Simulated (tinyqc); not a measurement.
Thin film between two gates, subbands and threshold shift from confinement: confinement against the film thickness.

Undoped body with a flat potential across it, hard walls, transport along x. Three valley pairs (g = 2 each) with the longitudinal mass along x, y or z. Non-parabolicity enters the subband edges through E (1 + al E) = gamma, so E = 2 gamma/(1 + sqrt(1 + 4 al gamma)); motion within a subband is taken as parabolic with the band-edge mass. Energies are counted from the bulk band edge.

gamma = C (pi k/(t + dl))^2/mz, C = hbar^2/(2 m0). Each subband has N_k = g sqrt(mx my) m0 kB T/(pi hbar^2); without degeneracy n = exp(EF/Vt) sum N_k exp(-E_k/Vt). Classical value Nc times t, Nc = sum over valleys of 2 g (m m0 kB T/(2 pi hbar^2))^1.5 with m = (mx my mz)^(1/3). Threshold shift dVT = Vt ln(classical value/sum N_k exp(-E_k/Vt)). With degeneracy n = sum N_k F((EF - E_k)/Vt), F(x) = ln(1 + exp(x)); gate: Vg = EF + q n/(Cg P), P = 2 (both faces), summed over the 60 lowest subbands at most, with Vg counted from the value that would put EF at the bulk band edge of an empty body. The last two columns are for Vg = 0.6 V; sensitivity d(dVT)/dt by central differences between 0.99 and 1.01 times the value.

Parameters, values chosen for the exercise; masses close to those of silicon:
- T = 300 K (temperature)
- ml = 0.933 m0 (longitudinal mass)
- mt = 0.193 m0 (transverse mass)
- al = 0 1/eV (non-parabolicity)
- dl = 0.3 nm (widening of the box by penetration into the insulator)
- Cg = 3.4 uF/cm^2 (gate capacitance per area of interface)

Constants: q = 1.602176634e-19 C, kB = 1.380649e-23 J/K, hbar = 1.054571817e-34 J s, m0 = 9.1093837015e-31 kg, Vt = kB T/q, hbar^2/(2 m0) = 0.0380998212 eV nm^2. Results are converted to the units shown.

Results:
```
t (nm),E_1 (meV),gap to the next edge (meV),dVT (mV),sensitivity (mV/nm),n/P (cm^-2),share of the lowest subband (%)
2,76.19,228.6,83.88,-53.38,8.812e12,99.69
2.7,44.78,134.3,59.95,-21.42,9.583e12,87.58
3.6,26.50,79.49,46.16,-12.07,1.055e13,59.45
4.7,16.12,48.36,34.35,-9.453,1.126e13,40.34
6.3,9.252,27.76,22.67,-5.303,1.180e13,27.92
8.4,5.325,15.97,15.05,-2.425,1.217e13,20.40
15,1.722,5.165,7.340,-0.5660,1.272e13,10.97
20,0.9780,2.934,5.301,-0.2942,1.295e13,8.088
```

Estimate the missing row, t = 11 nm.

Computed row:
```
t (nm),E_1 (meV),gap to the next edge (meV),dVT (mV),sensitivity (mV/nm),n/P (cm^-2),share of the lowest subband (%)
11,3.156,9.469,10.63,-1.195,1.245e13,15.29
```

With this row back in the table: As t grows from 2 to 20 nm, E_1 falls from 76.2 to 0.978 meV and dVT falls from 83.9 to 5.30 mV. E_1 goes as t^(-1.77) at the thin end (-2 for a parabolic band without penetration); a thickness error of 0.2 nm moves the threshold by 11 mV in the first row and 0.059 mV in the last. The charge per interface area rises from 8.81e12 to 1.29e13 cm^-2. For t = 2, 2.7 the body is too thin for bulk effective masses to be reliable. In every row the charge in the last two columns would bend the potential across the body by some 30 mV or more, which is left out.

Computed by the program tinyqc: `OMP_NUM_THREADS=1 python tinyqc.py 2350118 2350119 out.jsonl`, one thread of a shared Intel Xeon 2.30GHz, about 0.06 s for the whole run.
